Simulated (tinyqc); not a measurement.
Resistance of a source-drain extension with a graded tip: one step of the calculation.

y runs along the channel, the gate covers y > 0. The doping is N0 for y < y0 and N0 10^(-(y - y0)/la) beyond, uniform over the depth xj. Sheet conductance s(y) = q mu(N) max(N - Nch, 0) xj + (for y > 0) ma Cox Vo, with mu(N) = u0 + (u1 - u0)/(1 + (N/Nr)^au) and Cox = eps0 eox/tox. Current is taken as one-dimensional; depletion of the tip, spreading and the contact are left out. The metallurgical junction lies at yj, where N = Nch.

Question. Resistance of the overlapped part. Midpoint rule on 10 equal steps from 0 to yj: R_ov = sum h/s(y), per width.

Parameters, values chosen for the exercise; mobility law close to that of electrons in silicon: relative permittivity of the gate insulator (close to silicon dioxide) eox = 3.9; insulator thickness tox = 1.5 nm; active doping of the extension far from the gate N0 = 7.1e19 cm^-3; lateral abruptness la = 2.5 nm/decade; position under the gate where the fall begins (gate edge at 0) y0 = 0.3 nm; depth of the extension xj = 28 nm; channel doping Nch = 3.9e17 cm^-3; gate overdrive Vo = 0.61 V; mobility of the gate-induced layer ma = 100 cm^2/(V s); mobility at low doping u1 = 1414 cm^2/(V s); mobility at high doping u0 = 68.5 cm^2/(V s); reference doping Nr = 9.2e16 cm^-3; exponent au = 0.711.

Constants: q = 1.602176634e-19 C, eps0 = 8.8541878128e-14 F/cm where lengths are in cm. Results are converted to the units shown.

Find: y; N; doped conductance; sheet resistance; R_ov.

Answer.

```
point  y (nm)  N (cm^-3)  doped conductance (uS)  sheet resistance (ohm/square)
0      0.2975   7.100e19                    2544                          372.6
1      0.8926   4.114e19                    1569                          585.0
2       1.488   2.378e19                   985.6                          888.1
3       2.083   1.375e19                   633.4                           1292
4       2.678   7.946e18                   416.0                           1797
5       3.273   4.594e18                   277.3                           2394
6       3.868   2.655e18                   184.3                           3079
7       4.463   1.535e18                   117.5                           3877
8       5.058   8.873e17                   65.23                           4862
9       5.653   5.129e17                   20.67                           6207
```

R_ov = 15.09 ohm um

Computed by the program tinyqc: `OMP_NUM_THREADS=1 python tinyqc.py 2282074 2282075 out.jsonl`, one thread of a shared Intel Xeon 2.30GHz, about 0.03 s for the whole run.
